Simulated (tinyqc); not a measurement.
## A clean chain and dephasing by Buettiker voltage probes: coherent and dephased transmission against energy

Sites 1 to 6 form a chain with hopping -t. Lead L joins site 1 and lead R site 6, both semi-infinite chains with hopping -t and site energy 0. Every site carries a probe with self-energy -i Gamma_p/2 that draws no net current. Linear response at zero temperature: mu_L = 1, mu_R = 0 in units of the bias.

Sigma = t^2 g(E), g(x) = (x - i sqrt(4 t^2 - x^2))/(2 t^2) for |x| < 2 t and (x - sign(x) sqrt(x^2 - 4 t^2))/(2 t^2) otherwise; Gamma = -2 Im Sigma; G = (E - H - Sigma_L - Sigma_R + i Gamma_p/2)^(-1). With Gamma the broadening by one lead, T_RL = Gamma^2 |G_(6,1)|^2, T_pL = Gamma Gamma_p |G_(p,1)|^2, T_pR = Gamma Gamma_p |G_(p,6)|^2, T_pq = Gamma_p^2 |G_(p,q)|^2 for p != q. No current into probe p: W mu = T_pL with W_pp = T_pL + T_pR + sum_q T_pq and W_pq = -T_pq. Then T_eff = T_RL + sum_p T_pR mu_p, and the resistance is (h/2q^2)/T_eff. Without probes means Gamma_p = 0.

Parameters, values chosen for the exercise:
```
symbol,value,unit,meaning
t,1,eV,hopping (matrix element -t)
U,"[0, 0, 0, 0, 0, 0]",eV,site energies 1 to N
gp,0.53,eV,probe broadening Gamma_p
```

The same in every row: T without probes = 1.0000.

Coherent and dephased transmission against energy:
```
E (eV),T_eff
-1.8,0.33737
-1.5,0.44606
-1.2,0.49606
-0.9,0.52466
-0.6,0.54317
-0.3,0.55163
0,0.55342
0.3,0.55163
0.6,0.54317
0.9,0.52466
1.2,0.49606
1.5,0.44606
1.8,0.33737
```

What does the table show?

Without probes T is 1.00 in every row, with them between 0.337 and 0.553. The probes lower it in 13 rows and raise it in 0.

Computed by the program tinyqc: `OMP_NUM_THREADS=1 python tinyqc.py 2700015 2700016 out.jsonl`, one thread of a shared Intel Xeon 2.30GHz, about 0.01 s for the whole run.
